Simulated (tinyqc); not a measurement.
Dopant redistribution at a moving silicon-oxide interface during parabolic oxidation: one step, computed by the program tinyqc. Command: `OMP_NUM_THREADS=1 python tinyqc.py 3007084 3007085 out.jsonl segox walk`. One thread of a shared host (Intel(R) Xeon(R) Processor @ 2.30GHz), about 0.01 s of CPU time with the checks.

Uniformly doped silicon is oxidised with x_ox = sqrt(B t); the interface advances into the silicon by alpha x_ox, alpha = 0.44. The dopant does not move in the oxide, and at the interface C(silicon) = m C(oxide).

Task: Rates. D = D0 exp(-E/(k_B T)), converted with 1 cm^2/s = 3.6e11 um^2/h; B = B0 exp(-E_B/(k_B T)); s = alpha sqrt(B/(4 D)), the interface advance over 2 sqrt(D t). Temperatures in kelvin are T(C) + 273.15.

Inputs (values chosen for the exercise, modelled on boron in silicon under steam):
```
quantity                         value    unit
dopant prefactor D0               1.04  cm^2/s
dopant activation energy E        3.49      eV
oxidation prefactor B0             402  um^2/h
oxidation activation energy E_B  0.786      eV
temperature T                      950       C
time t                             8.8       h
```

Constants: k_B = 8.617333262e-05 eV/K.

Give: D; B; s; oxide thickness; diffusion length 2 sqrt(D t).

Result:

D = 0.0015610 um^2/h

B = 0.23209 um^2/h

s = 2.6826

oxide thickness = 1.4291 um

diffusion length 2 sqrt(D t) = 0.23441 um

The interface outruns diffusion. Caution: parabolic growth needs an oxide much thicker than the Deal-Grove length A, which fails for thin films and low temperatures; oxidation-enhanced or retarded diffusion is ignored.
